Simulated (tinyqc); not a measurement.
Six-band hole subbands of a thin body in a field: sweeps and comparisons. A value that a table varies takes the place of the one given here.

Basis X, Y, Z times spin, hole energies counted downwards from the unstrained edge (the hydrostatic shift is left out), c = hbar^2/2m0. For a symmetric tensor T let C(T) have C_XX = L Txx + M (Tyy + Tzz), C_XY = N Txy (cyclic), L = c (g1 + 4 g2), M = c (g1 - 2 g2), N = 6 c g3. k = q + kz n, n the unit normal, q = k1 u + k2 v with u along the channel [1-10] and v = n x u. H = C(k k^T) + (Dso/3)(1 - L.sigma) - B + e F z with (L_k)_ij = -i epsilon_kij; B is the block C built from the traceless strain with 2b, -b and sqrt(3) d in place of L, M, N. Strain: exx = eyy = (s11 + s12) sx/2, ezz = s12 sx, exy = -s44 sx/4. Hard walls at z = 0 and t; basis sin(j pi z/t), j = 1 to Nz: kz^2 = (j pi/t)^2, kz = -i D with D_jl = 4 j l/(t (j^2 - l^2)), z_jj = t/2 and z_jl = -8 t j l/(pi (j^2 - l^2))^2 for j + l odd; 1 MV/cm = 0.01 eV/angstrom.

Nz = 14. E1 is the top subband at q = 0, gap the distance to the next pair, and the masses are c q^2/(E(q) - E1) at |q| = 0.02 1/angstrom (mean of the spin pair) along the channel [1-10] and across it in the plane; a dash marks a band that does not rise.

Constants: hbar^2/2m0 = 3.80998211 eV angstrom^2.

Inputs chosen for the exercise (near those of a p-type Si channel; the results hold for these values, not for the real material): g1 = 4.28 (Luttinger gamma1); g2 = 0.34 (gamma2); g3 = 1.44 (gamma3); Dso = 0.044 eV (spin-orbit splitting); b = -2.09 eV (tetragonal potential); d = -4.83 eV (trigonal potential); S = (7.75, -2.13, 12.74) 1/TPa (compliances s11, s12, s44); face = 110 (surface); t = 45 angstrom (body thickness); F = 0.2 MV/cm (field across the body); sx = -1 GPa (stress along the channel [1-10], negative in compression).

## Stress along the channel

Each row has its own sx.

Results:
```
sx (GPa)  E1 (meV)  gap (meV)  m channel  m across
-3.0         -58.6       29.8      0.114     0.278
-2.0         -21.9       29.9      0.114     0.278
-1.0          14.6       30.1      0.115     0.278
-0.5          32.7       30.2      0.115     0.278
0.0           50.6       30.3      0.116     0.278
0.5           67.8       30.1      0.120     0.278
1.0           82.6       23.2      0.140     0.274
```

How do the results move?

Under 2 GPa of compression the channel mass goes from 0.116 to 0.114 m0, the mass across at 0.278; the gap to the next subband is 30, 30 and 23 meV at -2, 0 and +1 GPa. The lightest channel mass of the table, 0.114 m0, is at -3.0 and -2.0 GPa. Compression changes the channel mass little here, since confinement on this face has already singled out the orbital that the stress favours.

## Surface orientation and number of bands

Three faces, six bands; and four bands, with Dso set to 1000 eV.

Results:
```
case           E1 (meV)  gap (meV)  m channel  m across
(001) 6 bands      83.3       55.3      0.169     1.874
(001) 4 bands      95.6       55.6      0.211     0.509
(110) 6 bands      14.6       30.1      0.115     0.278
(110) 4 bands      60.0      102.3      0.148     0.287
(111) 6 bands      41.3       62.0      0.140     0.861
(111) 4 bands      56.8       83.5      0.172     0.205
```

What does this show, and why?

With six bands the top subband is shallowest on (110) (14.6 meV) and deepest on (001). Without the stress E1 would be 110.5, 50.6 and 67.7 meV, so the stress moves it by -27.2, -36.0 and -26.4 meV. The lightest channel mass is on (110) (0.115 m0). Dropping the split-off band moves E1 by 12.3, 45.5 and 15.5 meV and the gap by 0.2, 72.3 and 21.5 meV on the three faces, with Dso = 44 meV.

## What each parameter does

Six bands. Each row changes one parameter from the base and keeps the others.

Results:
```
case             E1 (meV)  gap (meV)  m channel (m0)  m across (m0)
base                 14.6       30.1           0.115          0.278
t = 55 angstrom      14.5       29.3           0.115          0.279
F = 0.5 MV/cm        47.8       53.5           0.115          0.278
sx = -1.5 GPa        -3.7       30.0           0.114          0.278
g3 = 1.34            24.4       43.2           0.119          0.278
g2 = 0.39            16.5       32.2           0.115          0.286
Dso = 0.066 eV       19.6       30.7           0.116          0.279
d = -3.86 eV         19.9       30.1           0.115          0.278
```

How do the results move?

The largest shifts from the base row, up to three for each result and ties (the steps differ in size, so this ranks the rows, not the parameters). E1 (meV): F +33.2, sx -18.2, g3 +9.8. gap (meV): F +23.4, g3 +13.1, g2 +2.1; unchanged at the printed digits by d. m channel (m0): g3 +0.004, Dso +0.001, sx -0.000; unchanged at the printed digits by t, F, g2 and d. m across (m0): g2 +0.008, Dso +0.001, t +0.000; unchanged at the printed digits by F, sx, g3 and d.

Run: tinyqc, `OMP_NUM_THREADS=1 python tinyqc.py 1281112 1281113 out.jsonl`; Intel(R) Xeon(R) Processor @ 2.30GHz, one thread, shared host; about 0.4 s of CPU time with all checks.
